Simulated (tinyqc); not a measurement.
Formation energy of a charged point defect from supercell energies: one step, computed by the program tinyqc. Command: `OMP_NUM_THREADS=1 python tinyqc.py 3010252 3010253 out.jsonl formation walk`. One thread of a shared host (Intel(R) Xeon(R) Processor @ 2.30GHz), about 0.01 s of CPU time with the checks.

The host is a compound AB. Making the defect adds n_A = 0, n_B = -1, n_X = 1 atoms to the cell. All total energies are inputs. E_F is counted from the valence-band maximum (VBM); x = 0 is A-rich and x = 1 B-rich growth.

Task: Concentrations at the given E_F and T. E_f(q, E_F) = E_f(q, 0) + q E_F. c_q = N_s exp(-E_f(q, E_F)/k_B T), with all degeneracy factors one and no vibrational entropy.

Inputs (values chosen for the exercise, with gap and screening modelled on 4H-SiC):

| quantity | value | unit |
|---|---|---|
| gap E_g | 3.26 | eV |
| dielectric constant eps | 9.56 | - |
| cell length L | 9.85 | angstrom |
| Fermi level E_F | 2.88 | eV |
| temperature T | 800 | K |
| site density N_s | 2.3e+22 | cm^-3 |

Defect: impurity X on a B site. Supercell lattice: fcc.

charge states q: 0  -1  -2

E_f(q, 0) (eV): (q=0) 3.500000, (q=-1) 5.025835, (q=-2) 7.681339

Constants: k_B = 8.617333262e-05 eV/K.

Give: Charge states; lowest formation energy; total concentration; mean charge.

Result:

Charge states:

| q | E_f (eV) | c_q (cm^-3) | share |
|---|---|---|---|
| 0 | 3.500 | 2.054e+00 | 1.093e-10 |
| -1 | 2.146 | 6.975e+08 | 3.710e-02 |
| -2 | 1.921 | 1.811e+10 | 9.629e-01 |

lowest formation energy = 1.921 eV

total concentration = 1.880e+10 cm^-3

mean charge = -1.963 e

State -2 holds 96.3 % of the defects. Caution: the largest image-charge correction in these energies, q^2 alpha e^2/(8 pi eps_0 eps L) with alpha = 2.888282, exceeds a quarter of the gap; the point-charge term alone is then a rough estimate, usually too large for a charge that is spread out.
